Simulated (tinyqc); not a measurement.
Fermi-level pinning from two metals.

Question. Cowley-Sze model with the space charge neglected: phiB = S (phiM - chi) + (1 - S)(Eg - phi0), S = 1/(1 + q Dit dl/(eps0 ei)), dl in cm. Find S, phi0 and Dit.

Values chosen for this exercise; band and dielectric values close to those of gallium arsenide:
- Eg = 1.4 eV (band gap)
- chi = 4.05 eV (electron affinity)
- dl = 0.3 nm (thickness of the interfacial layer)
- ei = 1 (relative permittivity of the interfacial layer)

Constants: q = 1.602176634e-19 C, eps0 = 8.8541878128e-14 F/cm where lengths are in cm. Results are converted to the units shown.

barriers for metals with phiM = 4.37 and 5.54 eV (eV): [0.59434359, 0.87272693]

Answer. S is the slope of phiB against phiM; either barrier then gives phi0, and S gives Dit.

S = 0.2379
phi0 = 0.7200 eV
Dit = 5.900e13 cm^-2 eV^-1

Program tinyqc, `OMP_NUM_THREADS=1 python tinyqc.py 2020090 2020091 out.jsonl`; Intel Xeon 2.30GHz, shared host, one thread, about 0.07 s.
